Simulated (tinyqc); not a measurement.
Oxidation of curved silicon (wires and holes): cylindrical Deal-Grove kinetics with stress-retarded reaction: one step, computed by the program tinyqc.

Silicon fills r > a and oxide b < r < a. One volume of silicon gives 2.25 volumes of oxide, and the length is fixed.

Task: Rate at the start. Geometry: b^2 = b0^2 - 1.25 (a^2 - a0^2), b0 = a0 - x_i. Rate of oxide made per interface area: q = 1/[1/k + 2 a |ln(b/a)|/B], and |da/dt| = q/2.25. Reaction k = (B/A) exp(-sigma V_k/(k_B T)). New oxide pushes the old with radial speed u = 1.25 |da/dt| at r = a; the shear stress at radius r is s_c asinh(z a^2/r^2), z = 2 eta u/(a s_c) (Eyring flow), and the compressive normal stress at the interface is sigma = |int_a^b 2 s/r dr| = s_c |F(z) - F(z a^2/b^2)|, F(y) = int_0^y asinh(w)/w dw. q and sigma are solved together. 1 MPa angstrom^3 = 6.241509e-6 eV.

Inputs (values chosen for the exercise, close to those used for silicon in dry oxygen): starting silicon radius a0 = 85 nm; starting oxide x_i = 1 nm; critical shear stress s_c = 90 MPa; activation volume V_k = 9.3 angstrom^3; temperature T = 875 C.

Shape: hole (concave).

B = 3659.253 nm^2/h

B/A = 7.849129 nm/h

low-stress viscosity eta = 1.307771e+16 Pa s

k_B T = 0.09893991 eV

Give: oxide radius b0; rate q without stress; normal stress sigma; factor on the reaction; rate q with stress.

Result:

oxide radius b0 = 84 nm

rate q without stress = 7.8154 nm/h

normal stress sigma = 19.211 MPa

factor on the reaction = 0.98879

rate q with stress = 7.7282 nm/h
